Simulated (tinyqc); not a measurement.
Inside a calculation. Method: LDA (PW92) atom on a uniform radial grid, spin-unpolarised, for Be+. Computed by tinyqc, a small Python program that keeps every step. Settings: Z = 4, points = 64, R = 12.2, functional = lda,pw, mixing = 0.2, iteration cap = 59. Command: `OMP_NUM_THREADS=1 python tinyqc.py 25769 25770 out.jsonl` (the two numbers bound the seeds that draw the settings). One thread of a shared host (Intel(R) Xeon(R) Processor @ 2.60GHz), about 0.08 s of CPU time with the checks.

Spherical atom on a uniform radial grid r_j = j h with h = R/(N + 1), h sum u^2 = 1 and integrals as h times sums, u(0) = u(R) = 0 (atomic units):
```
parameter            value
Z                        4
points N                64
R                12.200000
h                 0.187692
mixing            0.200000
electrons in 1s          2
electrons in 2s          1
```

Three-point differences turn -u''/2 + [l(l+1)/2r^2 - Z/r + V] u = e u into a tridiagonal matrix (diagonal 1/h^2 + potential, off-diagonal -1/2h^2). D = sum f u^2; the Hartree potential y/r solves y'' = -D/r with y(0) = 0, y(R) = N_e; v_xc comes from rho = D/(4 pi r^2); E = sum f e - int D V + int D (V_H/2 + eps_xc); V(new) = V + mixing (V_H + v_xc - V).

Stop when input and output potentials agree to 1e-7.

Course of the cycle (hartree):
```
iteration            E     e(1s)     e(2s)  largest |V(out) - V(in)|
1          -11.9776509  -7.10965  -1.93411                  5.21e+00
2          -12.1466048  -6.29342  -1.57862                  4.00e+00
3          -12.2549318  -5.66871  -1.31366                  3.06e+00
4          -12.3234298  -5.19065  -1.11515                  2.34e+00
5          -12.3662338  -4.82487  -0.96564                  1.78e+00
6          -12.3927199  -4.54507  -0.85250                  1.36e+00
7          -12.4089790  -4.33110  -0.76650                  1.03e+00
8          -12.4188979  -4.16753  -0.70086                  7.83e-01
9          -12.4249205  -4.04252  -0.65060                  5.93e-01
10         -12.4285650  -3.94702  -0.61199                  4.49e-01
11         -12.4307656  -3.87409  -0.58225                  3.40e-01
...                ...       ...       ...                       ...
49         -12.4341128  -3.64020  -0.48017                  1.57e-05
50         -12.4341128  -3.64020  -0.48017                  1.23e-05
51         -12.4341128  -3.64020  -0.48017                  9.65e-06
52         -12.4341128  -3.64020  -0.48017                  7.57e-06
53         -12.4341128  -3.64020  -0.48017                  5.94e-06
54         -12.4341128  -3.64020  -0.48017                  4.66e-06
55         -12.4341128  -3.64020  -0.48017                  3.65e-06
56         -12.4341128  -3.64020  -0.48017                  2.86e-06
57         -12.4341128  -3.64020  -0.48017                  2.24e-06
58         -12.4341128  -3.64020  -0.48017                  1.76e-06
59         -12.4341128  -3.64020  -0.48017                  1.38e-06
```

Can the last value be used, and what does the course show?

Not by the stop rule, although the second column moves by less than 1e-07 over the last three steps; and the uniform grid itself carries an error of order h^2 at the cusp, far above the threshold. Not converged within 59 iterations: the residual falls steadily but slowly, by a factor of about 0.78 a step. Reruns (cap 100 unless said): mixing 0.3: converged in 46; mixing 0.6: converged in 20; the original settings with a cap of 400: converged in 72. Even converged, this uniform grid resolves the cusp poorly and misses the energy of the atom.
